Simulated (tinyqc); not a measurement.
Inside a calculation: band offset from the macroscopic average of a supercell potential. Values are carried at full precision from step to step, so a last printed digit may differ when a step is redone from the rounded ones.

A model of the planar-averaged electrostatic energy of an electron in a periodic cell of N1 periods of A (L1 = N1 n1 h) and N2 periods of B (L2 = N2 n2 h), on z_j = j h: V(z) = f VA + (1 - f) VB + F t(z), VA = V1[0] + V1[1] cos(2 pi z/(n1 h)) + V1[2] cos(4 pi z/(n1 h)), VB the same with V2, n2 and z - L1. f = [tanh(z/w) - tanh((z - L1)/w) + tanh((z - L1 - L2)/w)]/2 + 1/2; t(z) = z - L1/2 in A and (L1/L2)(L1 + L2/2 - z) beyond, so that the cell is periodic.

Constants: e^2/(4 pi eps0) = 14.39964547 eV angstrom.

Inputs chosen for the exercise (gaps near those of Si and SiO2; the results hold for these values, not for the real material): h = 0.3 angstrom (grid step); n1 = 5 (grid points per period of A); n2 = 6 (grid points per period of B); N1 = 5 (periods of A); N2 = 5 (periods of B); V1 = (-5.89, 3.61, 0.73) eV (mean and two harmonics of the potential in A); V2 = (-9.12, 1.95, 0.4) eV (the same in B); w = 0.51 angstrom (width of the interfaces); F = 0 eV/angstrom (slope in A from opposite charges on the two interfaces); Ev1 = 2.98 eV (valence top of bulk A above its mean potential); Eg1 = (0.57, 1.21) eV (gap of A: semi-local value, corrected value); fv1 = 0.48 (share of the correction that lowers the valence top of A); Ev2 = 3.65 eV (valence top of bulk B above its mean potential); Eg2 = (5.32, 8.63) eV (gap of B: semi-local value, corrected value); fv2 = 0.67 (the same share for B); eps = 5.3 (dielectric constant at the interface).

## The planar average

Evaluate V on the grid, j = 0, 1, ...

V(z_j) (eV): [-4.947, -5.696, -8.564, -8.634, -5.413, -1.574, -5.368, -8.584, -8.585, -5.365, -1.550, -5.365, -8.585, -8.585, -5.365, -1.550, -5.365, -8.585, -8.585, -5.366, -1.569, -5.409, -8.644, -8.733, -6.067, -4.160, -7.643, -10.147, -10.611, -10.251, -8.326, -6.769, -8.345, -10.295, -10.670, -10.295, -8.345, -6.770, -8.345, -10.295, -10.670, -10.295, -8.345, -6.770, -8.345, -10.295, -10.670, -10.295, -8.345, -6.769, -8.326, -10.251, -10.611, -10.147, -7.643]

## Running means

Running mean over n points, periodic: for odd n the plain mean of the n points centred on j; for even n the n + 1 points with half weight at both ends. The macroscopic average applies the mean over n1 points and then over n2 points.

Apply the first mean, then the second.

after the mean over n1 points (eV): [-7.399, -7.097, -6.651, -5.976, -5.910, -5.915, -5.905, -5.895, -5.890, -5.890, -5.890, -5.890, -5.890, -5.890, -5.890, -5.890, -5.890, -5.890, -5.894, -5.903, -5.915, -5.944, -6.085, -6.603, -7.050, -7.350, -7.725, -8.562, -9.395, -9.221, -8.860, -8.797, -8.881, -9.275, -9.590, -9.275, -8.885, -8.810, -8.885, -9.275, -9.590, -9.275, -8.885, -8.810, -8.885, -9.275, -9.590, -9.275, -8.881, -8.797, -8.860, -9.221, -9.395, -8.720, -7.809]

macroscopic average (eV): [-7.560, -7.041, -6.649, -6.367, -6.142, -5.979, -5.908, -5.899, -5.895, -5.892, -5.891, -5.890, -5.890, -5.890, -5.890, -5.890, -5.892, -5.895, -5.902, -5.922, -5.998, -6.154, -6.370, -6.642, -7.011, -7.505, -7.999, -8.368, -8.640, -8.856, -9.012, -9.088, -9.108, -9.115, -9.118, -9.120, -9.120, -9.120, -9.120, -9.120, -9.120, -9.120, -9.120, -9.120, -9.120, -9.120, -9.118, -9.115, -9.108, -9.088, -9.025, -8.890, -8.684, -8.420, -8.059]

Around the middle of B the first mean varies by 705 meV over five points and the second by 0 meV: one window removes only the period it matches.

## The potential line-up

Read the macroscopic average in the middle of each region, j = 12 and j = 40, and its slope in A by a central difference over two points each way.

plateau in A = -5.890 eV
plateau in B = -9.120 eV
dV = B - A = -3.230 eV
slope in A = 0.000 eV/angstrom

The plateaus are flat, so the line-up is well defined.

## Band offsets

dEv = Ev(A) - Ev(B) = Ev1 - (dV + Ev2); dEc = Ec(B) - Ec(A) = Eg2 - Eg1 - dEv. The correction of a gap, c = Eg[1] - Eg[0], lowers the valence top by fv c and leaves dV, a ground-state quantity, as it is. Type I: dEv and dEc of one sign; II: opposite signs; III: no overlap of the gaps.

Give the offsets with semi-local and with corrected band edges.

dEv, dEc, semi-local (eV): [2.560, 2.190]

lowering of the valence tops of A and B (eV): [0.307, 2.218]

dEv, dEc, corrected (eV): [4.470, 2.950]

The correction moves dEv by +1.91 eV and dEc by +0.76 eV; the type stays I.

## The dipole behind the step

A step dV of the mean electron energy from A to B across an interface equals 4 pi (e^2/4 pi eps0) times a dipole per area p (in e angstrom per angstrom^2). For a change of 0.1 eV in dV, give the charge per area moved over 2 angstrom in a medium of dielectric constant eps: sigma = 0.1 eps/(4 pi (e^2/4 pi eps0) 2). 1 angstrom^-2 = 1e16 cm^-2.

|p| = 0.01785 e/angstrom
sigma = 1.46e+13 e/cm^2

With about 7e14 atoms per cm^2 in a plane (as on a silicon (100) face), 2.1 % of an electron per atom shifts the line-up by 0.1 eV.

## Checks

- Line-up in a cell of 14 + 14 periods without slope against V2[0] - V1[0] (eV): both -3.2300.

tinyqc: `OMP_NUM_THREADS=1 python tinyqc.py 1850186 1850187 out.jsonl`; about 0.01 s, one thread, shared Intel(R) Xeon(R) Processor @ 2.30GHz.
